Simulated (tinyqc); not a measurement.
All hoppings scaled: three-band tight binding of a dichalcogenide monolayer.

Parameters, chosen for this exercise (near a published set for monolayer MoS2; not measured data): e1 = 1.052 eV (level of dz2); e2 = 2.081 eV (level of dxy and dx2-y2); t0 = -0.187 eV (hopping); t1 = 0.393 eV (hopping); t2 = 0.499 eV (hopping); t11 = 0.216 eV (hopping); t12 = 0.331 eV (hopping); t22 = 0.057 eV (hopping); lam = 0.074 eV (spin-orbit constant).

The six hoppings are multiplied by f; e1, e2 and lam stay (real strain also moves e1 and e2, so this is no model of it). Closed forms: Ev(K) = e2 - (3/2)(t11 + t22) - 3 sqrt3 t12 + lam, Ec(K) = e1 - 3 t0, Ev(Gamma) = e1 + 6 t0.

Gaps (eV):
```
f     direct gap at K  Ev(K) - Ev(Gamma)  Ec(K) - top of valence band
0.85           1.1839             0.2467                       1.1839
0.90           1.3184             0.1963                       1.3184
0.94           1.4260             0.1560                       1.4260
0.97           1.5067             0.1258                       1.5067
1.00           1.5874             0.0956                       1.5874
1.03           1.6681             0.0654                       1.6681
1.06           1.7489             0.0351                       1.7489
1.10           1.8565            -0.0052                       1.8513
```

The direct gap changes by +26.9 meV for each per cent of f. The top of the valence band passes between Gamma and K at f = 1.095; where it is at Gamma the gap to Ec(K) is indirect.

tinyqc: `OMP_NUM_THREADS=1 python tinyqc.py 1481325 1481326 out.jsonl`; about 0.01 s, one thread, shared Intel(R) Xeon(R) Processor @ 2.30GHz.
